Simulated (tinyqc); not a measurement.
Stretching all distances: RHF, UHF, MP2, CISD and CCSD against full CI in the sto-3g basis, for BeH2, spin multiplicity 1. Computed by the program tinyqc with PySCF. Command: `OMP_NUM_THREADS=1 python tinyqc.py 114794 114795 out.jsonl`; one thread of a shared host (Intel(R) Xeon(R) Processor @ 2.60GHz), about 10 s.

Geometry (angstrom):
```
atom       x        y       z
Be    0.0000   0.0000  0.0000
H     0.0000   1.2680  0.0000
H     0.0000  -1.2680  0.0000
```

All coordinates are multiplied by the scale. c0^2 is the weight of the RHF determinant in the lowest singlet FCI state (UHF is spin-contaminated and may lie near states of higher spin) and n(LUMO) the first natural occupation beyond the occupied space.

Full CI energy (hartree) and errors against it (kcal/mol):
```
scale   distance 1-2 (angstrom)      E(FCI)       RHF      UHF      MP2     CISD    CCSD  <S^2> UHF    c0^2  n(LUMO)
0.9400                   1.1919  -15.582021   18.8132  18.8132   5.9520   0.3499  0.1978     0.0000  0.9782   0.0206
1.1800                   1.4962  -15.576745   27.3651  27.3651   9.9287   0.7691  0.3665     0.0000  0.9602   0.0441
1.4300                   1.8132  -15.497825   43.4737  43.4737  18.0568   2.2226  0.9522     0.0000  0.9141   0.1055
1.6700                   2.1176  -15.416281   68.5307  47.5991  31.6407   6.1982  2.6296     0.9081  0.8159   0.2457
1.9200                   2.4346  -15.358578  108.3355  33.2043  54.5277  14.3179  5.0093     1.2469  0.6009   0.5632
```

UHF parts from RHF first at scale 1.67 of those listed, where <S^2> leaves zero. The weight c0^2 goes from 0.98 to 0.60 and n(LUMO) from 0.02 to 0.56: static correlation grows as the bonds break into open-shell fragments. The spread of the error along the curve, which distorts its shape, is CCSD 4.8, CISD 14.0, UHF 28.8, MP2 48.6, RHF 89.5 kcal/mol. The table stops here: at scale 2.16 and beyond, the reference weight falls under 0.45 or RHF, UHF or CCSD hop between solutions, so those rows were left out and the spreads given cover only the rows shown. As computed, partly on other solutions, the errors there reach in size RHF 231, UHF 31, MP2 80, CISD 22, CCSD 3 kcal/mol.
